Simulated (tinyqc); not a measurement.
Gupta-type many-body potential for a metal. Inputs raised by 2 %, one at a time. Computed by tinyqc, a small Python program. Command: `OMP_NUM_THREADS=1 python tinyqc.py 3023401 3023402 out.jsonl gupta sens`. One thread of a shared host (Intel(R) Xeon(R) Processor @ 2.30GHz), about 0.02 s of CPU time with the checks.

E_i = sum_j A exp(-p (r_ij/r0 - 1)) - xi rho_i^gamma, with rho_i = sum_j exp(-2 q (r_ij/r0 - 1)); gamma = 1/2 is the tight-binding second-moment form. The crystal is fcc unless stated; d is the neighbour distance and a fixed number of shells is kept.

Inputs (values chosen for the exercise, modelled on silver):
```
quantity                   value      unit
repulsion A               0.0992        eV
hopping xi                  1.15        eV
decay p                     11.2         -
decay q                      3.2         -
reference distance r0      2.889  angstrom
shells kept                    3         -
embedding exponent gamma     0.5         -
```

Constants: 1 eV/angstrom^3 = 160.2176634 GPa.

Method:
- fcc shells: d sqrt(k), k = 1..5, with 12, 6, 24, 12, 24 atoms; Omega = d^3/sqrt2.
- Equilibrium: dE/dd = 0; B = d^2 E''(d)/(9 Omega).
- Repulsion and density of one neighbour in each shell, and their sums.
- Each neighbour j of the vacancy loses one repulsive term and one density term: E_v = sum_shells count x {-repulsion - xi [(rho - density)^gamma - rho^gamma]}. (The removed atom returns to a bulk-like site, so its own energy cancels.)
- Second derivatives of E/Omega at equilibrium under homogeneous strain: e_xx = h gives C11; e_xx = -e_yy = h gives 2 (C11 - C12); e_xy = e_yx = h/2 gives C44.

Runs; columns: (1) input moved; (2) from; (3) to; (4) cohesive energy E_c (eV); (5) neighbour distance d (angstrom); (6) vacancy energy E_v (eV); (7) Cauchy pressure C12 - C44 (GPa):
```
(1)                                  (2)       (3)    (4)    (5)     (6)    (7)
base run                               -         -  2.893  2.889  0.8880  46.09
repulsion A (eV)                  0.0992  0.101184  2.869  2.896  0.8810  45.57
hopping xi (eV)                     1.15     1.173  2.975  2.882  0.9130  47.54
decay p                             11.2    11.424  2.893  2.896  0.9044  45.60
decay q                              3.2     3.264  2.886  2.883  0.8709  48.16
reference distance r0 (angstrom)   2.889   2.94678  2.893  2.947  0.8880  43.43
embedding exponent gamma             0.5      0.51  2.999  2.872  0.9457  48.51
```

Exponents ln(y'/y) / ln(x'/x):
```
input                     cohesive energy E_c  neighbour distance d  vacancy energy E_v  Cauchy pressure C12 - C44
repulsion A                            -0.414                 0.127              -0.403                     -0.567
hopping xi                              1.414                -0.127               1.403                      1.568
decay p                                 0.016                 0.119               0.924                     -0.531
decay q                                -0.114                -0.106              -0.982                      2.221
reference distance r0                   0.000                 1.000               0.000                     -3.000
embedding exponent gamma                1.833                -0.293               3.181                      2.588
```

Which inputs matter most for each result?

Among the inputs moved here: cohesive energy E_c answers most in size to embedding exponent gamma (exponent +1.833), next to hopping xi (+1.414); its exponent is below 0.0005 for reference distance r0. Its exponent 0.000 in reference distance r0: energies do not depend on the length scale. Neighbour distance d answers most in size to reference distance r0 (exponent +1.000), next to embedding exponent gamma (-0.293). Its exponent +1.000 in reference distance r0: r0 is the length scale. Vacancy energy E_v answers most in size to embedding exponent gamma (exponent +3.181), next to hopping xi (+1.403); its exponent is below 0.0005 for reference distance r0. Cauchy pressure C12 - C44 answers most in size to reference distance r0 (exponent -3.000), next to embedding exponent gamma (+2.588).
